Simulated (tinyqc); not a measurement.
Resonant-tunnelling diode, transfer matrices and Tsu-Esaki current: two steps of the calculation.

Emitter (band edge 0), barrier d1, well Lw, barrier d2, spacer ds, collector (edge -V). The bias drops linearly over these layers and none in the contacts; each layer is cut into ns equal slices, flat at the value of their centres. E is the energy of motion across the layers, C = hbar^2/(2 m0), psi and psi'/m are continuous. Transport is coherent, T(E) is taken as independent of the transverse momentum, and charge in the well is ignored.

Inputs (values chosen for the exercise); masses and offsets of a made-up heterostructure: temperature T = 300 K; mass in the well, spacer and contacts mw = 0.035 m0; Fermi energy of both contacts above their band edges Ef = 0.11 eV; bias of the collector V = 0.13 V.

Constants: q = 1.602176634e-19 C, kB = 1.380649e-23 J/K, hbar = 1.054571817e-34 J s, m0 = 9.1093837015e-31 kg, Vt = kB T/q. Results are converted to the units shown.

Problem 1. Breit-Wigner parameters from a parabola through 1/T(E). Near a resonance 1/T(E) = (1/Tp) [1 + (2 (E - Er)/G)^2]. With y = 1/T(E) at E0 - h, E0, E0 + h: a = (y1 + y3 - 2 y2)/(2 h^2), b = (y3 - y1)/(2 h), Er = E0 - b/(2 a), 1/Tp = y2 - b^2/(4 a), G = 2 sqrt(1/(Tp a)), tau = hbar/G.

three energies (eV): 0.125672  0.125852  0.126032
T(E) at these energies: 0.49730105  0.57260206  0.48382535

Give: Er; Tp; G; tau.

Solution 1.

Er = 0.1258 eV
Tp = 0.5728
G = 0.8796 meV
tau = 748.3 fs

The true maximum of T(E) lies at 0.12584 eV with height 0.5728 and full width 0.8794 meV; the fitted G is 0.019 % above that width.

Problem 2. Current from the resonance alone. J = J0 times the integral over E > 0 of T(E) N(E), N = ln[(1 + exp((Ef - E)/Vt))/(1 + exp((Ef - V - E)/Vt))], J0 = q^2 mw m0 kB T/(2 pi^2 hbar^3) (times 1e-4 for A/cm^2 per eV). For a sharp resonance J = J0 (pi G/2) Tp N(Er), with Er the peak energy, Tp the peak transmission and G the full width at half maximum (in eV). The three values given are estimates from a parabola through three points of 1/T(E).

Er = 0.12584338 eV
Tp = 0.57282195
G = 0.87957120 meV

Find: J0; N(Er); J.

Solution 2.

J0 = 1.464e7 A/(cm^2 eV)
N(Er) = 0.4294
J = 4.976 kA/cm^2

The full integral over T(E) gives 4.962 kA/cm^2; the value above is 0.29 % above it.

Numbers from tinyqc (`OMP_NUM_THREADS=1 python tinyqc.py 2600052 2600053 out.jsonl`; about 0.3 s on one thread of a shared Intel Xeon 2.30GHz).
